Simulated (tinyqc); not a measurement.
# Area and perimeter leakage from two diodes

Problem. A square diode and a finger diode leak I = JA area + JP perimeter. Find JA, JP and the side of the square at which both parts are equal.

areas (um^2): 90000  102000
perimeters (um): 1200  21420
leakage currents (pA): 39.675600  46.229460

Answer. Two linear equations give JA and JP; for a square of side a, JA a^2 = 4 JP a at a = 4 JP/JA.

JA = 4.40e-8 A/cm^2
JP = 6.30e-13 A/cm
side for equal parts = 0.573 um

Program tinyqc, `OMP_NUM_THREADS=1 python tinyqc.py 2290057 2290058 out.jsonl`; Intel Xeon 2.30GHz, shared host, one thread, about 0.01 s.
